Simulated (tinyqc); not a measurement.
Matthiessen's rule against the full average: mobility of a non-polar semiconductor in the relaxation-time approximation. Computed by tinyqc, a small Python program. Command: `OMP_NUM_THREADS=1 python tinyqc.py 3010342 3010343 out.jsonl rta walk`. One thread of a shared host (Intel(R) Xeon(R) Processor @ 2.30GHz), about 0.01 s of CPU time with the checks.

Each valley is treated as a sphere of mass m_d for states and rates, with one isotropic relaxation time; the conductivity mass m_c sets the current.

Inputs (values chosen for the exercise, for a model non-polar semiconductor):
```
quantity                                            value       unit
longitudinal mass m_l                                 2.5        m_0
transverse mass m_t                                  0.32        m_0
equivalent valleys Z                                    4          -
static permittivity eps_s                            12.8          -
density rho                                          4850     kg/m^3
sound velocity v_l                                   8070        m/s
acoustic deformation potential D_A                      6         eV
phonon energy hbar w                                 58.2        meV
optical or intervalley deformation potential D_o      6.7  1e8 eV/cm
final valleys Z_f                                       3          -
carrier density n                                 2.3e+19     1/cm^3
compensation ratio C                                    0          -
temperature T                                         100          K
```

Band: parabolic. Impurity formula: Brooks-Herring. Further scattering: none.

Constants: k_B = 8.617333262e-05 eV/K; m_0 = 9.1093837015e-31 kg; e = 1.602176634e-19 C; hbar = 1.054571817e-34 J s; eps_0 = 8.8541878128e-12 F/m; k_B = 1.380649e-23 J/K; hbar = 6.582119569e-16 eV s.

Method:
- m_d = (m_l m_t^2)^(1/3); 1/m_c = (1/m_l + 2/m_t)/3; Hall mass factor A = 3 K_m (K_m + 2)/(2 K_m + 1)^2, K_m = m_l/m_t; N_I = n (1 + C)/(1 - C).
- Parabolic band: E = hbar^2 k^2/(2 m), speed v = hbar k/m, states per spin, volume and energy g(E) = m k/(2 pi^2 hbar^2). Here m = m_d. Masses are multiplied by m_0 and all formulas are in SI units.
- The reduced Fermi level eta = E_F/(k_B T) solves n = 2 Z int g f dE with f = 1/(1 + exp(x - eta)) (Z = 1 unless valleys are given); screening length L_s = sqrt(eps_s eps_0 k_B T/(e^2 dn/deta)), dn/deta = 2 Z int g f (1 - f) dE.
- Integrals over x = E/(k_B T) use 160 Gauss-Legendre points in u = sqrt(x) from 0 to sqrt(max(eta, 0) + 32).
- Phonon occupation N_q = 1/(exp(hbar w/(k_B T)) - 1).
- Acoustic deformation potential (elastic, equipartition, absorption and emission together): 1/tau = 2 pi k_B T D_A^2 g(E)/(hbar rho v_l^2).
- Optical or intervalley deformation potential: 1/tau = (pi Z_f D_o^2/(rho w)) [N_q g(E + hbar w) + (N_q + 1) g(E - hbar w)], with g = 0 below the band edge.
- Each optical term is multiplied by (1 - f(E'))/(1 - f(E)), E' the final energy, for Pauli blocking.
- Singly charged impurities, momentum relaxation: 1/tau = N_I e^4 m (1 + 2 alpha E) Phi/(8 pi (eps_s eps_0)^2 hbar^3 k^3), with alpha = 0 for a parabolic band.
- Brooks-Herring: Phi = ln(1 + b) - b/(1 + b), b = 4 k^2 L_s^2.
- mu = (m_d/m_c) (2 Z e/(3 n k_B T)) int g v^2 tau f (1 - f) dE.
- Averages over x are split at the emission threshold x_0 = hbar w/(k_B T): 64 Gauss-Legendre points in sqrt(x) below it and 128 in sqrt(x - x_0) above it, up to x = max(eta, 0) + 32.
- Rates are added at each energy before the average. With <y> = int g v^2 y f (1 - f) dE: Hall factor r_H = A (3 n k_B T/(2 Z m_d)) <tau^2/(1 + 2 alpha E)>/<tau>^2 (alpha = 0 for a parabolic band); Hall mobility r_H mu; |S| = (k_B/e) (<x tau>/<tau> - eta); resistivity 1/(n e mu).
- Matthiessen's rule adds 1/mu of the separate processes.

acoustic mobility = 9521.33 cm^2/(V s)

optical mobility = 305134 cm^2/(V s)

ionised impurity mobility = 342.472 cm^2/(V s)

drift mobility mu = 327.037 cm^2/(V s)

Separate mobilities:
```
process           mu (cm^2/(V s))  share of the sum of 1/mu (%)
acoustic               9.5213e+03                    3.4683e+00
optical                3.0513e+05                    1.0822e-01
ionised impurity       3.4247e+02                    9.6424e+01
```

mobility by Matthiessen's rule = 330.22 cm^2/(V s)

excess of Matthiessen's rule over the full mu = 0.97418 %

What does the comparison show, and why?

The rule gives 330.2 against the full 327.0, 1.0 % too high; it can only overestimate, since each separate average is carried by the energies where that process is weak. One process, ionised impurity, holds 96 % of the resistance, so the error is small. Caution: above a few 1e18 per cm^3 the Born approximation, static screening and an unperturbed band are rough; measured mobilities are usually lower. Caution: n is taken as given; at low temperature (in diamond even at 300 K) real dopants can freeze out, which changes n and N_I.
